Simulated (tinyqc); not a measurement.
UHF in the 6-311g basis, for H2, spin multiplicity 1, step by step (part 2 of 3). Computed by tinyqc, a small Python program that keeps every step (integrals from PySCF). Command: `OMP_NUM_THREADS=1 python tinyqc.py 21590 21591 out.jsonl` (the two numbers bound the seeds that draw the settings). One thread of a shared host (Intel(R) Xeon(R) Processor @ 2.60GHz), about 0.1 s of CPU time with the checks.

Geometry (angstrom):
```
atom        x        y        z
H     0.00000  0.00000  0.00000
H     0.00000  0.00000  1.22600
```

## Iteration 2: diagonalisation and new density

extrapolated F(alpha) (hartree):
```
          1H 1s     1H 2s     1H 3s     2H 1s     2H 2s     2H 3s
1H 1s   0.50158  -0.48927  -0.50546  -0.19477  -0.32780  -0.36428
1H 2s  -0.48927  -0.39223  -0.42444  -0.25462  -0.32797  -0.35449
1H 3s  -0.50546  -0.42444  -0.30918  -0.23819  -0.27162  -0.26448
2H 1s  -0.19477  -0.25462  -0.23819   0.89445  -0.13038  -0.26749
2H 2s  -0.32780  -0.32797  -0.27162  -0.13038  -0.04056  -0.19419
2H 3s  -0.36428  -0.35449  -0.26448  -0.26749  -0.19419  -0.17182
```

extrapolated F(beta) (hartree):
```
          1H 1s     1H 2s     1H 3s     2H 1s     2H 2s     2H 3s
1H 1s   0.89445  -0.13038  -0.26749  -0.19477  -0.25462  -0.23819
1H 2s  -0.13038  -0.04056  -0.19419  -0.32780  -0.32797  -0.27162
1H 3s  -0.26749  -0.19419  -0.17182  -0.36428  -0.35449  -0.26448
2H 1s  -0.19477  -0.32780  -0.36428   0.50158  -0.48927  -0.50546
2H 2s  -0.25462  -0.32797  -0.35449  -0.48927  -0.39223  -0.42444
2H 3s  -0.23819  -0.27162  -0.26448  -0.50546  -0.42444  -0.30918
```

X:
```
          1H 1s     1H 2s     1H 3s     2H 1s     2H 2s     2H 3s
1H 1s   1.37349  -0.74673   0.20588   0.03007   0.03100  -0.05501
1H 2s  -0.74673   2.12469  -1.01407   0.03100  -0.25482   0.19730
1H 3s   0.20588  -1.01407   2.09930  -0.05501   0.19730  -0.87226
2H 1s   0.03007   0.03100  -0.05501   1.37349  -0.74673   0.20588
2H 2s   0.03100  -0.25482   0.19730  -0.74673   2.12469  -1.01407
2H 3s  -0.05501   0.19730  -0.87226   0.20588  -1.01407   2.09930
```

D(alpha) after iteration 1:
```
         1H 1s     1H 2s     1H 3s     2H 1s     2H 2s     2H 3s
1H 1s  0.01530   0.02382   0.02112   0.00949   0.00402   0.00354
1H 2s  0.02382   0.27215   0.18886  -0.05449   0.05994   0.06020
1H 3s  0.02112   0.18886   0.13265  -0.03287   0.04117   0.04118
2H 1s  0.00949  -0.05449  -0.03287   0.02629  -0.01332  -0.01392
2H 2s  0.00402   0.05994   0.04117  -0.01332   0.01331   0.01342
2H 3s  0.00354   0.06020   0.04118  -0.01392   0.01342   0.01354
```

D(beta) after iteration 1:
```
          1H 1s     1H 2s     1H 3s    2H 1s     2H 2s     2H 3s
1H 1s   0.02629  -0.01332  -0.01392  0.00949  -0.05449  -0.03287
1H 2s  -0.01332   0.01331   0.01342  0.00402   0.05994   0.04117
1H 3s  -0.01392   0.01342   0.01354  0.00354   0.06020   0.04118
2H 1s   0.00949   0.00402   0.00354  0.01530   0.02382   0.02112
2H 2s  -0.05449   0.05994   0.06020  0.02382   0.27215   0.18886
2H 3s  -0.03287   0.04117   0.04118  0.02112   0.18886   0.13265
```

overlap S:
```
         1H 1s    1H 2s    1H 3s    2H 1s    2H 2s    2H 3s
1H 1s  1.00000  0.70638  0.37366  0.03381  0.17633  0.22457
1H 2s  0.70638  1.00000  0.78896  0.17633  0.41708  0.51876
1H 3s  0.37366  0.78896  1.00000  0.22457  0.51876  0.75901
2H 1s  0.03381  0.17633  0.22457  1.00000  0.70638  0.37366
2H 2s  0.17633  0.41708  0.51876  0.70638  1.00000  0.78896
2H 3s  0.22457  0.51876  0.75901  0.37366  0.78896  1.00000
```

Diagonalise F' = X^T F X, C = X C', fill 1 alpha and 1 beta electrons from the bottom; D(s) = C_occ C_occ^T; the new density keeps 0.5 of the old one (damping). Each column has its largest component positive (the first on a tie).

F' = X^T F X (alpha) (hartree):
```
          1         2         3         4         5         6
1   1.57231  -1.24766  -0.04858   0.04684  -0.11735  -0.13626
2  -1.24766   0.81336  -0.42819  -0.10371  -0.18515  -0.03176
3  -0.04858  -0.42819   0.12715  -0.10648   0.00179  -0.12995
4   0.04684  -0.10371  -0.10648   1.83743  -1.08491   0.03534
5  -0.11735  -0.18515   0.00179  -1.08491   1.00362  -0.32630
6  -0.13626  -0.03176  -0.12995   0.03534  -0.32630   0.19074
```

orbital energies (alpha) (hartree): MO1 -0.52620, MO2 0.09283, MO3 0.34055, MO4 0.50384, MO5 2.49885, MO6 2.63475

coefficients C (alpha):
```
           MO1       MO2       MO3       MO4       MO5       MO6
1H 1s  0.20612  -0.08852  -0.06833   0.08338  -1.40156  -0.68195
1H 2s  0.44665  -0.11517  -1.12634   0.84847   1.90310   0.61803
1H 3s  0.32121  -0.99434   1.42776  -1.40967  -1.07138  -0.12309
2H 1s  0.08473   0.13607  -0.02247  -0.10487   0.67650  -1.41298
2H 2s  0.12927   0.08992  -0.62115  -1.40935  -1.09281   1.61677
2H 3s  0.05994   1.31627   0.34760   1.82235   0.75819  -0.72648
```

F' = X^T F X (beta) (hartree):
```
          1         2         3         4         5         6
1   1.83743  -1.08491   0.03534   0.04684  -0.10371  -0.10648
2  -1.08491   1.00362  -0.32630  -0.11735  -0.18515   0.00179
3   0.03534  -0.32630   0.19074  -0.13626  -0.03176  -0.12995
4   0.04684  -0.11735  -0.13626   1.57231  -1.24766  -0.04858
5  -0.10371  -0.18515  -0.03176  -1.24766   0.81336  -0.42819
6  -0.10648   0.00179  -0.12995  -0.04858  -0.42819   0.12715
```

orbital energies (beta) (hartree): MO1 -0.52620, MO2 0.09283, MO3 0.34055, MO4 0.50384, MO5 2.49885, MO6 2.63475

coefficients C (beta):
```
           MO1       MO2       MO3       MO4       MO5       MO6
1H 1s  0.08473   0.13607  -0.02247  -0.10487   0.67650  -1.41298
1H 2s  0.12927   0.08992  -0.62115  -1.40935  -1.09281   1.61677
1H 3s  0.05994   1.31627   0.34760   1.82235   0.75819  -0.72648
2H 1s  0.20612  -0.08852  -0.06833   0.08338  -1.40156  -0.68195
2H 2s  0.44665  -0.11517  -1.12634   0.84847   1.90310   0.61803
2H 3s  0.32121  -0.99434   1.42776  -1.40967  -1.07138  -0.12309
```

D(alpha) after iteration 2:
```
         1H 1s     1H 2s     1H 3s     2H 1s     2H 2s     2H 3s
1H 1s  0.02889   0.05794   0.04366   0.01347   0.01533   0.00795
1H 2s  0.05794   0.23582   0.16616  -0.00833   0.05884   0.04349
1H 3s  0.04366   0.16616   0.11791  -0.00283   0.04135   0.03022
2H 1s  0.01347  -0.00833  -0.00283   0.01673  -0.00119  -0.00442
2H 2s  0.01533   0.05884   0.04135  -0.00119   0.01501   0.01058
2H 3s  0.00795   0.04349   0.03022  -0.00442   0.01058   0.00857
```

D(beta) after iteration 2:
```
          1H 1s     1H 2s     1H 3s    2H 1s     2H 2s     2H 3s
1H 1s   0.01673  -0.00119  -0.00442  0.01347  -0.00833  -0.00283
1H 2s  -0.00119   0.01501   0.01058  0.01533   0.05884   0.04135
1H 3s  -0.00442   0.01058   0.00857  0.00795   0.04349   0.03022
2H 1s   0.01347   0.01533   0.00795  0.02889   0.05794   0.04366
2H 2s  -0.00833   0.05884   0.04349  0.05794   0.23582   0.16616
2H 3s  -0.00283   0.04135   0.03022  0.04366   0.16616   0.11791
```

## Iteration 3: building the Fock matrix

core Hamiltonian H = T + V (hartree):
```
          1H 1s     1H 2s     1H 3s     2H 1s     2H 2s     2H 3s
1H 1s  -0.23838  -0.81648  -0.56990  -0.12904  -0.31871  -0.36742
1H 2s  -0.81648  -0.85025  -0.72759  -0.31871  -0.50114  -0.54359
1H 3s  -0.56990  -0.72759  -0.72967  -0.36742  -0.54359  -0.61516
2H 1s  -0.12904  -0.31871  -0.36742  -0.23838  -0.81648  -0.56990
2H 2s  -0.31871  -0.50114  -0.54359  -0.81648  -0.85025  -0.72759
2H 3s  -0.36742  -0.54359  -0.61516  -0.56990  -0.72759  -0.72967
```

nuclear repulsion = 0.4316290 hartree

Given earlier and not repeated: Two-electron integrals (ij|kl) in chemists' order.

J_ij = sum D_kl (ij|kl) with D = D(alpha) + D(beta), K_ij = sum D_kl (ik|jl) for each spin; F = H + J - K(s); E = tr D H + tr D J / 2 - 0.5 sum_s tr D(s) K(s) + E_nn.

Coulomb J (hartree):
```
         1H 1s    1H 2s    1H 3s    2H 1s    2H 2s    2H 3s
1H 1s  1.20256  0.80655  0.41872  0.04257  0.21075  0.25710
1H 2s  0.80655  1.00812  0.73354  0.21075  0.45148  0.50602
1H 3s  0.41872  0.73354  0.77197  0.25710  0.50602  0.61558
2H 1s  0.04257  0.21075  0.25710  1.20256  0.80655  0.41872
2H 2s  0.21075  0.45148  0.50602  0.80655  1.00812  0.73354
2H 3s  0.25710  0.50602  0.61558  0.41872  0.73354  0.77197
```

exchange K(alpha) (hartree):
```
         1H 1s    1H 2s    1H 3s    2H 1s    2H 2s    2H 3s
1H 1s  0.44157  0.45781  0.33765  0.08967  0.20525  0.24169
1H 2s  0.45781  0.54441  0.42935  0.12538  0.27070  0.31596
1H 3s  0.33765  0.42935  0.35509  0.11052  0.23066  0.26804
2H 1s  0.08967  0.12538  0.11052  0.09214  0.11894  0.10508
2H 2s  0.20525  0.27070  0.23066  0.11894  0.20042  0.20070
2H 3s  0.24169  0.31596  0.26804  0.10508  0.20070  0.21863
```

exchange K(beta) (hartree):
```
         1H 1s    1H 2s    1H 3s    2H 1s    2H 2s    2H 3s
1H 1s  0.09214  0.11894  0.10508  0.08967  0.12538  0.11052
1H 2s  0.11894  0.20042  0.20070  0.20525  0.27070  0.23066
1H 3s  0.10508  0.20070  0.21863  0.24169  0.31596  0.26804
2H 1s  0.08967  0.20525  0.24169  0.44157  0.45781  0.33765
2H 2s  0.12538  0.27070  0.31596  0.45781  0.54441  0.42935
2H 3s  0.11052  0.23066  0.26804  0.33765  0.42935  0.35509
```

F(alpha) (hartree):
```
          1H 1s     1H 2s     1H 3s     2H 1s     2H 2s     2H 3s
1H 1s   0.52262  -0.46775  -0.48883  -0.17614  -0.31321  -0.35200
1H 2s  -0.46775  -0.38654  -0.42340  -0.23334  -0.32037  -0.35353
1H 3s  -0.48883  -0.42340  -0.31279  -0.22083  -0.26823  -0.26763
2H 1s  -0.17614  -0.23334  -0.22083   0.87205  -0.12887  -0.25626
2H 2s  -0.31321  -0.32037  -0.26823  -0.12887  -0.04255  -0.19474
2H 3s  -0.35200  -0.35353  -0.26763  -0.25626  -0.19474  -0.17633
```

F(beta) (hartree):
```
          1H 1s     1H 2s     1H 3s     2H 1s     2H 2s     2H 3s
1H 1s   0.87205  -0.12887  -0.25626  -0.17614  -0.23334  -0.22083
1H 2s  -0.12887  -0.04255  -0.19474  -0.31321  -0.32037  -0.26823
1H 3s  -0.25626  -0.19474  -0.17633  -0.35200  -0.35353  -0.26763
2H 1s  -0.17614  -0.31321  -0.35200   0.52262  -0.46775  -0.48883
2H 2s  -0.23334  -0.32037  -0.35353  -0.46775  -0.38654  -0.42340
2H 3s  -0.22083  -0.26823  -0.26763  -0.48883  -0.42340  -0.31279
```

total energy of this density = -0.9407668 hartree

This density is a damped mixture and is not idempotent.

## Iteration 3: DIIS over 3 matrices

error matrix X^T (FDS - SDF) X (alpha):
```
          1         2         3        4         5         6
1   0.00000  -0.07701  -0.06272  0.04165  -0.03135  -0.04095
2   0.07701   0.00000   0.02702  0.08218  -0.01123   0.01487
3   0.06272  -0.02702   0.00000  0.08112  -0.02057  -0.00242
4  -0.04165  -0.08218  -0.08112  0.00000  -0.02750  -0.05139
5   0.03135   0.01123   0.02057  0.02750   0.00000   0.01249
6   0.04095  -0.01487   0.00242  0.05139  -0.01249   0.00000
```

B (overlaps of the stored error matrices):
```
               1              2              3
1  1.5138908e+00  8.7865814e-01  4.4352425e-01
2  8.7865814e-01  5.1089991e-01  2.5813684e-01
3  4.4352425e-01  2.5813684e-01  1.3061165e-01
```

Minimise |sum c_i e_i|^2 with sum c_i = 1: solve [B -1; -1 0][c; lambda] = [0; -1] with B_ij = tr e_i^T e_j summed over both spins, and take F = sum c_i F_i.

DIIS coefficients: 0.16475  -1.42291  2.25816

extrapolated F(alpha) (hartree):
```
          1H 1s     1H 2s     1H 3s     2H 1s     2H 2s     2H 3s
1H 1s   0.52693  -0.46982  -0.49153  -0.20022  -0.32899  -0.35847
1H 2s  -0.46982  -0.36885  -0.40490  -0.25729  -0.32644  -0.34510
1H 3s  -0.49153  -0.40490  -0.29079  -0.23854  -0.26854  -0.25461
2H 1s  -0.20022  -0.25729  -0.23854   0.89833  -0.13159  -0.26825
2H 2s  -0.32899  -0.32644  -0.26854  -0.13159  -0.04155  -0.19301
2H 3s  -0.35847  -0.34510  -0.25461  -0.26825  -0.19301  -0.16631
```

extrapolated F(beta) (hartree):
```
          1H 1s     1H 2s     1H 3s     2H 1s     2H 2s     2H 3s
1H 1s   0.89833  -0.13159  -0.26825  -0.20022  -0.25729  -0.23854
1H 2s  -0.13159  -0.04155  -0.19301  -0.32899  -0.32644  -0.26854
1H 3s  -0.26825  -0.19301  -0.16631  -0.35847  -0.34510  -0.25461
2H 1s  -0.20022  -0.32899  -0.35847   0.52693  -0.46982  -0.49153
2H 2s  -0.25729  -0.32644  -0.34510  -0.46982  -0.36885  -0.40490
2H 3s  -0.23854  -0.26854  -0.25461  -0.49153  -0.40490  -0.29079
```

## Iteration 3: diagonalisation and new density

As before.

F' = X^T F X (alpha) (hartree):
```
          1         2         3         4         5         6
1   1.59517  -1.24457  -0.04281   0.04226  -0.12186  -0.13498
2  -1.24457   0.82882  -0.41983  -0.10474  -0.18907  -0.02916
3  -0.04281  -0.41983   0.13789  -0.10609   0.00003  -0.12655
4   0.04226  -0.10474  -0.10609   1.84575  -1.08983   0.03598
5  -0.12186  -0.18907   0.00003  -1.08983   1.00540  -0.32796
6  -0.13498  -0.02916  -0.12655   0.03598  -0.32796   0.19313
```

orbital energies (alpha) (hartree): MO1 -0.50681, MO2 0.09827, MO3 0.34361, MO4 0.50987, MO5 2.51560, MO6 2.64562

coefficients C (alpha):
```
           MO1       MO2       MO3       MO4       MO5       MO6
1H 1s  0.20317  -0.08940  -0.06521   0.08312  -1.39432  -0.69770
1H 2s  0.44339  -0.11052  -1.11407   0.87514   1.89262   0.63816
1H 3s  0.30852  -1.02050   1.40338  -1.42126  -1.06600  -0.13481
2H 1s  0.08705   0.13355  -0.02366  -0.10424   0.69245  -1.40536
2H 2s  0.14607   0.07752  -0.64015  -1.40134  -1.10783   1.60527
2H 3s  0.06657   1.33053   0.38167   1.80585   0.76334  -0.71859
```

F' = X^T F X (beta) (hartree):
```
          1         2         3         4         5         6
1   1.84575  -1.08983   0.03598   0.04226  -0.10474  -0.10609
2  -1.08983   1.00540  -0.32796  -0.12186  -0.18907   0.00003
3   0.03598  -0.32796   0.19313  -0.13498  -0.02916  -0.12655
4   0.04226  -0.12186  -0.13498   1.59517  -1.24457  -0.04281
5  -0.10474  -0.18907  -0.02916  -1.24457   0.82882  -0.41983
6  -0.10609   0.00003  -0.12655  -0.04281  -0.41983   0.13789
```

orbital energies (beta) (hartree): MO1 -0.50681, MO2 0.09827, MO3 0.34361, MO4 0.50987, MO5 2.51560, MO6 2.64562

coefficients C (beta):
```
           MO1       MO2       MO3       MO4       MO5       MO6
1H 1s  0.08705   0.13355  -0.02366  -0.10424   0.69245  -1.40536
1H 2s  0.14607   0.07752  -0.64015  -1.40134  -1.10783   1.60527
1H 3s  0.06657   1.33053   0.38167   1.80585   0.76334  -0.71859
2H 1s  0.20317  -0.08940  -0.06521   0.08312  -1.39432  -0.69770
2H 2s  0.44339  -0.11052  -1.11407   0.87514   1.89262   0.63816
2H 3s  0.30852  -1.02050   1.40338  -1.42126  -1.06600  -0.13481
```

D(alpha) after iteration 3:
```
         1H 1s    1H 2s    1H 3s    2H 1s    2H 2s    2H 3s
1H 1s  0.03509  0.07401  0.05317  0.01558  0.02250  0.01074
1H 2s  0.07401  0.21621  0.15148  0.01514  0.06180  0.03650
1H 3s  0.05317  0.15148  0.10655  0.01201  0.04321  0.02538
2H 1s  0.01558  0.01514  0.01201  0.01215  0.00576  0.00069
2H 2s  0.02250  0.06180  0.04321  0.00576  0.01817  0.01015
2H 3s  0.01074  0.03650  0.02538  0.00069  0.01015  0.00650
```

D(beta) after iteration 3:
```
         1H 1s    1H 2s    1H 3s    2H 1s    2H 2s    2H 3s
1H 1s  0.01215  0.00576  0.00069  0.01558  0.01514  0.01201
1H 2s  0.00576  0.01817  0.01015  0.02250  0.06180  0.04321
1H 3s  0.00069  0.01015  0.00650  0.01074  0.03650  0.02538
2H 1s  0.01558  0.02250  0.01074  0.03509  0.07401  0.05317
2H 2s  0.01514  0.06180  0.03650  0.07401  0.21621  0.15148
2H 3s  0.01201  0.04321  0.02538  0.05317  0.15148  0.10655
```

## Iteration 34 (converged): orbitals

converged F(alpha) (hartree):
```
          1H 1s     1H 2s     1H 3s     2H 1s     2H 2s     2H 3s
1H 1s   0.60590  -0.40167  -0.45103  -0.21324  -0.32966  -0.34543
1H 2s  -0.40167  -0.31023  -0.37352  -0.28851  -0.34741  -0.34688
1H 3s  -0.45103  -0.37352  -0.27918  -0.27654  -0.30277  -0.27120
2H 1s  -0.21324  -0.28851  -0.27654   0.81732  -0.20846  -0.32307
2H 2s  -0.32966  -0.34741  -0.30277  -0.20846  -0.12256  -0.25162
2H 3s  -0.34543  -0.34688  -0.27120  -0.32307  -0.25162  -0.20733
```

converged F(beta) (hartree):
```
          1H 1s     1H 2s     1H 3s     2H 1s     2H 2s     2H 3s
1H 1s   0.81732  -0.20846  -0.32307  -0.21324  -0.28851  -0.27654
1H 2s  -0.20846  -0.12256  -0.25162  -0.32966  -0.34741  -0.30277
1H 3s  -0.32307  -0.25162  -0.20733  -0.34543  -0.34688  -0.27120
2H 1s  -0.21324  -0.32966  -0.34543   0.60590  -0.40167  -0.45103
2H 2s  -0.28851  -0.34741  -0.34688  -0.40167  -0.31023  -0.37352
2H 3s  -0.27654  -0.30277  -0.27120  -0.45103  -0.37352  -0.27918
```

Diagonalise F' = X^T F X, C = X C', fill 1 alpha and 1 beta electrons from the bottom; D(s) = C_occ C_occ^T. Each column has its largest component positive (the first on a tie).

F' = X^T F X (alpha) (hartree):
```
          1         2         3         4         5         6
1   1.64933  -1.20908  -0.02646   0.03679  -0.12600  -0.13313
2  -1.20908   0.86372  -0.40314  -0.11603  -0.19894  -0.02996
3  -0.02646  -0.40314   0.14609  -0.11637  -0.01295  -0.13103
4   0.03679  -0.11603  -0.11637   1.79145  -1.12082   0.01867
5  -0.12600  -0.19894  -0.01295  -1.12082   0.96513  -0.35002
6  -0.13313  -0.02996  -0.13103   0.01867  -0.35002   0.17830
```

orbital energies (alpha) (hartree): MO1 -0.49204, MO2 0.08568, MO3 0.34672, MO4 0.49954, MO5 2.52027, MO6 2.63385

coefficients C (alpha):
```
           MO1       MO2       MO3       MO4       MO5       MO6
1H 1s  0.17934  -0.10524  -0.05765   0.09030  -1.29973  -0.86449
1H 2s  0.38551  -0.12838  -1.04327   1.00079   1.79234   0.85878
1H 3s  0.27189  -1.08223   1.21476  -1.55447  -1.03743  -0.25916
2H 1s  0.11181   0.13152  -0.03224  -0.10283   0.85891  -1.30852
2H 2s  0.21206   0.11627  -0.75751  -1.31435  -1.30067   1.46748
2H 3s  0.12732   1.25823   0.60866   1.78856   0.84783  -0.62688
```

F' = X^T F X (beta) (hartree):
```
          1         2         3         4         5         6
1   1.79145  -1.12082   0.01867   0.03679  -0.11603  -0.11637
2  -1.12082   0.96513  -0.35002  -0.12600  -0.19894  -0.01295
3   0.01867  -0.35002   0.17830  -0.13313  -0.02996  -0.13103
4   0.03679  -0.12600  -0.13313   1.64933  -1.20908  -0.02646
5  -0.11603  -0.19894  -0.02996  -1.20908   0.86372  -0.40314
6  -0.11637  -0.01295  -0.13103  -0.02646  -0.40314   0.14609
```

orbital energies (beta) (hartree): MO1 -0.49204, MO2 0.08568, MO3 0.34672, MO4 0.49954, MO5 2.52027, MO6 2.63385

coefficients C (beta):
```
           MO1       MO2       MO3       MO4       MO5       MO6
1H 1s  0.11181   0.13152  -0.03224  -0.10283   0.85891  -1.30852
1H 2s  0.21206   0.11627  -0.75751  -1.31435  -1.30067   1.46748
1H 3s  0.12732   1.25823   0.60866   1.78856   0.84783  -0.62688
2H 1s  0.17934  -0.10524  -0.05765   0.09030  -1.29973  -0.86449
2H 2s  0.38551  -0.12838  -1.04327   1.00079   1.79234   0.85878
2H 3s  0.27189  -1.08223   1.21476  -1.55447  -1.03743  -0.25916
```

D(alpha) after iteration 34:
```
         1H 1s    1H 2s    1H 3s    2H 1s    2H 2s    2H 3s
1H 1s  0.03216  0.06914  0.04876  0.02005  0.03803  0.02283
1H 2s  0.06914  0.14861  0.10482  0.04310  0.08175  0.04908
1H 3s  0.04876  0.10482  0.07392  0.03040  0.05766  0.03462
2H 1s  0.02005  0.04310  0.03040  0.01250  0.02371  0.01424
2H 2s  0.03803  0.08175  0.05766  0.02371  0.04497  0.02700
2H 3s  0.02283  0.04908  0.03462  0.01424  0.02700  0.01621
```

D(beta) after iteration 34:
```
         1H 1s    1H 2s    1H 3s    2H 1s    2H 2s    2H 3s
1H 1s  0.01250  0.02371  0.01424  0.02005  0.04310  0.03040
1H 2s  0.02371  0.04497  0.02700  0.03803  0.08175  0.05766
1H 3s  0.01424  0.02700  0.01621  0.02283  0.04908  0.03462
2H 1s  0.02005  0.03803  0.02283  0.03216  0.06914  0.04876
2H 2s  0.04310  0.08175  0.04908  0.06914  0.14861  0.10482
2H 3s  0.03040  0.05766  0.03462  0.04876  0.10482  0.07392
```
